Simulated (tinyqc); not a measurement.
Sublattice potential against complex hopping: Haldane model. Computed by the program tinyqc. 

Honeycomb lattice:
```
parameter      value
t1 (eV)     1.780000
t2 (eV)     0.200000
phi (rad)  -1.420000
```

H_AA = delta - 2 t2 sum cos(k.b + phi), H_BB = -delta - 2 t2 sum cos(k.b - phi), H_AB = -t1 (1 + exp(-i k.a1) + exp(-i k.a2)), b = a1, a2 - a1, -a2, m = 3 sqrt3 t2 sin(phi); the sign of the Chern number follows the orientation k1 then k2.

Gaps at the two valleys (eV) and Chern number of the lower band (12 x 12 mesh):
```
delta    gap 2|delta - m|  gap 2|delta + m|  Chern number
-1.8490            1.6431            5.7529             0
-1.3360            0.6171            4.7269             0
-0.6160            0.8229            3.2869             1
0.0000             2.0549            2.0549             1
0.4110             2.8769            1.2329             1
0.7710             3.5969            0.5129             1
1.2840             4.6229            0.5131             0
2.0550             6.1649            2.0551             0
```

Here |m| = 1.0274 eV. For |delta| < |m| the two valleys have masses of opposite sign and the Chern number is +/-1; one gap closes at |delta| = |m|, and beyond it the band is trivial.
